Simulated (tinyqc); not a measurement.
Quaternary alloy A(x)B(1-x)C(y)D(1-y) matched to a substrate: sweeps and comparisons. A value that a table varies takes the place of the one given here.

Q(x,y) = x y Q_AC + x (1 - y) Q_AD + (1 - x) y Q_BC + (1 - x)(1 - y) Q_BD for the lattice constant. Gap, rule 1: Q(x,y) - x (1 - x)[y C_ABC + (1 - y) C_ABD] - y (1 - y)[x C_ACD + (1 - x) C_BCD]. Rule 2 (mean of ternaries): {x (1 - x)[y T_ABC(x) + (1 - y) T_ABD(x)] + y (1 - y)[x T_ACD(y) + (1 - x) T_BCD(y)]}/{x (1 - x) + y (1 - y)}, T_ABC(x) = x E_AC + (1 - x) E_BC - C_ABC x (1 - x), T_ACD(y) = y E_AC + (1 - y) E_AD - C_ACD y (1 - y), and alike. Only the Gamma valley is followed.

Matching a(x,y) = a_s gives x = (a_s - y a_BC - (1 - y) a_BD)/(y (a_AC - a_BC) + (1 - y)(a_AD - a_BD)).
Constants: hc = 1239.841984 eV nm.

Values chosen for the exercise (AC, AD, BC, BD near GaAs, GaP, InAs and InP; substrate near InP; shifted at random, so the results belong to these values and not to a real crystal):
```
symbol  value                         unit      meaning
a       (5.659, 5.453, 6.062, 5.864)  angstrom  lattice constants of AC, AD, BC, BD
Eg      (1.539, 2.849, 0.419, 1.405)  eV        gaps at Gamma of AC, AD, BC, BD
Cb      (0.527, 0.581, 0.174, 0.104)  eV        bowing of ABC, ABD, ACD, BCD
a_s     5.864                         angstrom  substrate
y       0.04                                    fraction of C
```

## Along the matched line

x follows from y.

Results:
```
y          x  bilinear (eV)  rule 1 (eV)  rule 2 (eV)  wavelength 1 (nm)  wavelength 2 (nm)
0.03  0.0145         1.3962       1.3848       1.3914                895                891
0.15  0.0725         1.3582       1.3058       1.3358                949                928
0.27  0.1308         1.3162       1.2295       1.2785               1008                970
0.39  0.1893         1.2699       1.1561       1.2193               1072               1017
0.51  0.2482         1.2195       1.0859       1.1580               1142               1071
0.63  0.3073         1.1648       1.0191       1.0939               1217               1133
0.75  0.3667         1.1059       0.9560       1.0256               1297               1209
0.87  0.4263         1.0426       0.8969       0.9485               1382               1307
0.99  0.4863         0.9751       0.8419       0.8483               1473               1462
```

What can be read from the table?

The matched alloys span 0.842 to 1.385 eV by rule 1, monotonically in y. Along the line dx/dy is +0.483 between the first two rows and +0.500 between the last two. In energy the two rules differ most at y = 0.63, by 75 meV (83 nm there), which measures how far the ternary data leave the interior open. Miscibility gaps are not considered.

## What each parameter does

x is matched anew each time. Each row changes one parameter from the base and keeps the others.

Results:
```
case                                            x  rule 1 (eV)  rule 2 (eV)
base                                       0.0193       1.3782       1.3868
y = 0.03                                   0.0145       1.3848       1.3914
a_s = 5.868 angstrom                       0.0095       1.3697       1.3749
Cb = (0.632, 0.697, 0.209, 0.125) eV       0.0193       1.3752       1.3856
Eg = (1.589, 2.849, 0.419, 1.405) eV       0.0193       1.3782       1.3869
a = (5.669, 5.453, 6.062, 5.864) angstrom  0.0193       1.3782       1.3869
```

How do the results move?

The largest shifts from the base row, up to three for each result and ties (the steps differ in size, so this ranks the rows, not the parameters). x: a_s -0.0097, y -0.0048; unchanged at the printed digits by Cb, Eg and a. rule 1 (eV): a_s -0.0084, y +0.0067, Cb -0.0030; unchanged at the printed digits by Eg and a. rule 2 (eV): a_s -0.0119, y +0.0046, Cb -0.0013.

Program tinyqc; command `OMP_NUM_THREADS=1 python tinyqc.py 1051325 1051326 out.jsonl`; about 0.01 s on one thread of a shared Intel(R) Xeon(R) Processor @ 2.30GHz.
